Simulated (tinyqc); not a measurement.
Inside a calculation: special k points of the hexagonal lattice. Values are carried at full precision from step to step, so a last printed digit may differ when a step is redone from the rounded ones.

Lattice vectors in units of a: a1 = (1, 0), a2 = (-1/2, sqrt(3)/2); reciprocal vectors b_i with a_i . b_j = 2 pi delta_ij. Mesh: k = sum_i f_i b_i with f_i = (2 j_i + shift)/(2 N), j_i = 0 .. N-1. The point group of the lattice has 12 operations; only those that map the mesh onto itself are used.

Parameters, chosen for this exercise: N = 8 (points along each reciprocal vector); shift = 1 (half steps); D = 2.15 eV (half gap term); t = 0.42 eV (coupling); e0 = 1.03 eV (offset).

## Irreducible points and weights

Join points that an operation carries into one another (modulo reciprocal vectors); list each class by its first point in the order of (j1, j2, ...).

Irreducible points:

| f1 | f2 | weight |
|---|---|---|
| 0.0625 | 0.0625 | 2 |
| 0.0625 | 0.1875 | 4 |
| 0.0625 | 0.3125 | 4 |
| 0.0625 | 0.4375 | 4 |
| 0.0625 | 0.5625 | 4 |
| 0.0625 | 0.6875 | 4 |
| 0.0625 | 0.8125 | 4 |
| 0.0625 | 0.9375 | 2 |
| 0.1875 | 0.1875 | 2 |
| 0.1875 | 0.3125 | 4 |
| 0.1875 | 0.4375 | 4 |
| 0.1875 | 0.5625 | 4 |
| 0.1875 | 0.6875 | 4 |
| 0.1875 | 0.8125 | 2 |
| 0.3125 | 0.3125 | 2 |
| 0.3125 | 0.4375 | 4 |
| 0.3125 | 0.5625 | 4 |
| 0.3125 | 0.6875 | 2 |
| 0.4375 | 0.4375 | 2 |
| 0.4375 | 0.5625 | 2 |

operations that keep the mesh = 4
irreducible points = 20

The weights add up to 64 = N^2; symmetry saves a factor 3.2. The shift breaks the symmetry of the lattice: only 4 of 12 operations keep the mesh.

## Which stars the mesh integrates

A_m(k) = sum over the m-th star of lattice vectors R of cos(k . R), stars in order of length: m = 1: |R|^2 = 1, 6 vectors, such as (1, 1) in the basis a_i; m = 2: |R|^2 = 3, 6 vectors, such as (2, 1) in the basis a_i; m = 3: |R|^2 = 4, 6 vectors, such as (2, 2) in the basis a_i; m = 4: |R|^2 = 7, 12 vectors, such as (3, 2) in the basis a_i; m = 5: |R|^2 = 9, 6 vectors, such as (3, 3) in the basis a_i; m = 6: |R|^2 = 12, 6 vectors, such as (4, 2) in the basis a_i. The zone mean of every A_m is zero.

Lattice vectors in units of a: a1 = (1, 0), a2 = (-1/2, sqrt(3)/2); f are fractions of the reciprocal vectors. Evaluate the first six A_m at each irreducible point (k . R = 2 pi sum f_i n_i) and form the weighted means.

A_m at the points:
```
       m=1     m=2     m=3     m=4     m=5     m=6
1    5.110   3.531   2.828   2.165   0.117  -0.828
2    2.613  -1.199  -2.000  -4.359  -1.082   0.000
3   -0.332  -2.613   0.000   1.531   4.027  -2.000
4   -2.000  -1.414   4.828  -2.828  -2.000   2.828
5   -1.414  -2.000   2.828   0.000   1.414  -0.828
6    1.082  -2.497  -2.000  -0.867   2.613   0.000
7    4.027   1.082   0.000  -3.696  -2.497  -2.000
8    5.696   5.110   4.828   8.055   3.531   2.828
9    0.117  -1.696  -2.828   5.226  -2.281   4.828
10  -2.000   1.414  -0.828   2.828  -2.000  -2.828
11  -2.497   2.613   0.000  -1.531  -1.199  -2.000
12  -1.082  -0.332  -2.000   6.524  -2.613   0.000
13   1.414  -2.000  -2.828   0.000  -1.414   4.828
14   3.531   0.117  -0.828  -4.993  -1.696  -2.828
15  -2.945   5.696  -2.828  -5.226   5.110   4.828
16  -2.613   4.027  -2.000  -1.298   1.082   0.000
17  -1.199  -1.082   0.000   3.696  -0.332  -2.000
18   0.469  -2.945  -0.828  -0.664   5.696  -2.828
19  -2.281   0.469   2.828  -2.165  -2.945  -0.828
20  -1.696  -2.281   4.828  -2.398   0.469   2.828
```

weighted means: m=1 0.000, m=2 0.000, m=3 0.000, m=4 0.000, m=5 0.000, m=6 0.000

All six means vanish: the mesh is exact for functions whose Fourier series ends within these stars.

## A zone average from the irreducible points

Test function, the lower band of a two-band insulator: E(k) = -sqrt(D^2 + (e0 - t A_1(k))^2).

Lattice vectors in units of a: a1 = (1, 0), a2 = (-1/2, sqrt(3)/2). Evaluate E at each point and take the weighted mean; the reference uses the unshifted mesh with N = 96.

E at the points (eV): -2.4224  -2.1511  -2.4474  -2.8495  -2.6944  -2.2257  -2.2495  -2.5452  -2.3633  -2.8495  -2.9905  -2.6128  -2.1938  -2.1972  -3.1243  -3.0247  -2.6409  -2.3057  -2.9283  -2.7672

weighted mean = -2.5785 eV
reference mean = -2.5785 eV

The error is 0.00 meV with 20 points.

## Checks

- Weighted mean over irreducible points against the plain mean over the whole mesh (eV): both -2.578520.
- Reference mean against a mesh of N = 102 (eV): both -2.5785.

(tinyqc, `OMP_NUM_THREADS=1 python tinyqc.py 1682358 1682359 out.jsonl`, Intel(R) Xeon(R) Processor @ 2.30GHz, 1 thread, shared host, about 0.09 s.)
